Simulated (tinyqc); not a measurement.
Alloy A(1-x)B(x) by interpolation with bowing, step by step. Values are carried at full precision from step to step, so a last printed digit may differ when a step is redone from the rounded ones.

Each gap follows E(x) = (1 - x) E_A + x E_B - C x (1 - x); the lattice constant follows Vegard, a(x) = (1 - x) a_A + x a_B.

Constants: hc = 1239.841984 eV nm; kB = 8.617333262e-05 eV/K.

Parameters, chosen for this exercise (A near Si, B near Ge; shifted at random, so the results belong to these values and not to a real crystal):

| symbol | value | unit | meaning |
|---|---|---|---|
| a | (5.428, 5.655) | angstrom | lattice constant of A, B |
| x | 0.93 |  | fraction of B |
| Eg | (4.171, 0.893) | eV | gap at Gamma to the s-like level of A, B |
| EgX | (1.164, 0.923) | eV | gap to the lowest valley along Gamma-X of A, B |
| EgL | (2.074, 0.736) | eV | gap to L of A, B |
| C | (0.195, 0.203, 0.05) | eV | bowing of the Gamma, X and L gaps |
| Dso | (0.044, 0.286) | eV | spin-orbit splitting of A, B |
| Ep | (21.5, 26.7) | eV | Kane energy of A, B |
| me | (0.1998, 0.0376) | m0 | electron mass at Gamma of A, B |
| Cs | 0 | eV | bowing of Dso |
| md | (0.0468, 0.72, 0.46) | m0 | density-of-states masses of Gamma, all X and all L valleys |
| T | 300 | K | temperature |

## Gaps and lattice constant at x

Also give the wavelength hc/E of the lowest gap.

a(x) = 5.6391 angstrom

linear parts (eV): Gamma 1.1225, X 0.9399, L 0.8297

bowing terms C x (1 - x) (eV): Gamma 0.0127, X 0.0132, L 0.0033

gaps (eV): Gamma 1.1098, X 0.9267, L 0.8264

wavelength of the lowest gap = 1500.3 nm

The lowest valley is L, so the gap is indirect; the next, X, lies 100 meV higher.

## Where the valleys cross

The difference of two gaps is a quadratic q2 x^2 + q1 x + q0 with q2 = C_i - C_j, q1 = (E_B - E_A - C)_i - (E_B - E_A - C)_j, q0 = E_A,i - E_A,j; give its roots between 0 and 1 (a dash: none).

Crossings:

| pair | q2 | q1 | q0 | first root | second root |
|---|---|---|---|---|---|
| Gamma-X | -0.008 | -3.029 | 3.007 | 0.9901 | - |
| Gamma-L | 0.145 | -2.085 | 2.097 | - | - |
| X-L | 0.153 | 0.944 | -0.910 | 0.8476 | - |

The lowest valley changes at x = 0.848 (X to L, gap 0.934 eV). The other crossings lie above the lowest valley.

## Electron mass of the alloy

Mass at Gamma from the Kane formula 1/m = F + Ep (Eg + 2 Dso/3)/(Eg (Eg + Dso)). F is fixed by the masses of A and B and interpolated linearly, as is Ep; Eg and Dso carry their bowing.

Compare with the linear interpolation of the masses.

F of A, B: -0.1317  -0.8858

Ep, Eg, Dso at x (eV): 26.3360  1.1098  0.2691

m(x) from the Kane formula = 0.0468 m0
m(x) linear = 0.0490 m0

The Kane value lies 4.3 % below the linear one. The Gamma valley is not the lowest at this x.

## Shares of the electrons in the valleys

Non-degenerate: n_i proportional to md_i^(3/2) exp(-E_i/kT).

md^(3/2): Gamma 0.0101, X 0.6109, L 0.3120

(E - E_min)/kT: Gamma 10.96, X 3.88, L 0.00

shares: Gamma 0.000, X 0.039, L 0.961

L holds most electrons (96.1 %).

## Checks

- The Gamma and X gaps at their crossing x = 0.9901 (eV): both 0.9234.
- The X and L gaps at their crossing x = 0.8476 (eV): both 0.9335.

Program tinyqc; command `OMP_NUM_THREADS=1 python tinyqc.py 1050834 1050835 out.jsonl`; about 0.01 s on one thread of a shared Intel(R) Xeon(R) Processor @ 2.30GHz.
